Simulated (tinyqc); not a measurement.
Deep trap from a strong local potential in a two-band host (Koster-Slater model with semi-elliptic bands): one step, computed by the program tinyqc. Command: `OMP_NUM_THREADS=1 python tinyqc.py 3011070 3011071 out.jsonl deeptrap walk`. One thread of a shared host (Intel(R) Xeon(R) Processor @ 2.30GHz), about 0.03 s of CPU time with the checks.

The valence band spans -2 W_v to 0 and the conduction band E_g to E_g + 2 W_c. The orbital at the impurity site has weight f_v in the valence band and 1 - f_v in the conduction band, each spread as a semi-ellipse (2/(pi W^2)) sqrt(W^2 - x^2) about the band centre. The impurity adds U to this orbital. Spin is left out.

Task: The same problem as a small matrix. Each band is replaced by n levels e_k = centre + W cos(k pi/(n + 1)) with weights w_k = f (2/(n + 1)) sin^2(k pi/(n + 1)), k = 1..n (valence first); H_kl = e_k delta_kl + U sqrt(w_k w_l).

Inputs (values chosen for the exercise, with a gap close to that of CdTe):

| quantity | value | unit |
|---|---|---|
| gap E_g | 1.56 | eV |
| half-width of the valence band W_v | 2.6 | eV |
| half-width of the conduction band W_c | 4.2 | eV |
| valence weight f_v of the site orbital | 0.45 | - |
| impurity potential U | 27.2 | eV |
| levels per band n | 3 | - |

Impurity: repulsive, acceptor-like.

Give: host levels e_k; weights w_k; H.

Result:

host levels e_k (eV): -0.762  -2.600  -4.438  8.730  5.760  2.790

weights w_k: 0.1125  0.2250  0.1125  0.1375  0.2750  0.1375

H (eV):
```
      1     2      3      4      5     6
1  2.30  4.33   3.06   3.38   4.78  3.38
2  4.33  3.52   4.33   4.78   6.77  4.78
3  3.06  4.33  -1.38   3.38   4.78  3.38
4  3.38  4.78   3.38  12.47   5.29  3.74
5  4.78  6.77   4.78   5.29  13.24  5.29
6  3.38  4.78   3.38   3.74   5.29  6.53
```
